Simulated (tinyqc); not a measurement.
## Doping and thickness from pinch-off voltage and conductance

Inverse problem. A uniform channel has Vp = q Nd a^2/(2 eps0 eps_r) and G0 = 2 q mu Nd a W/L. Find a and Nd.

Values chosen for this exercise; material values close to those of silicon: relative permittivity of the semiconductor eps_r = 11.8; low-field mobility at this doping mu = 780 cm^2/(V s); gate length L = 1 um; gate width W = 200 um.

Constants: q = 1.602176634e-19 C, eps0 = 8.8541878128e-14 F/cm where lengths are in cm. Results are converted to the units shown.

Vp = 2.4594039 V
G0 = 89.078457 mS

Solution. G0 gives the product Nd a and Vp gives Nd a^2; their ratio is a.

a = 180 nm
Nd = 9.90e16 cm^-3

tinyqc, about 0.09 s, one thread, Intel Xeon 2.30GHz (shared host): `OMP_NUM_THREADS=1 python tinyqc.py 2500122 2500123 out.jsonl`
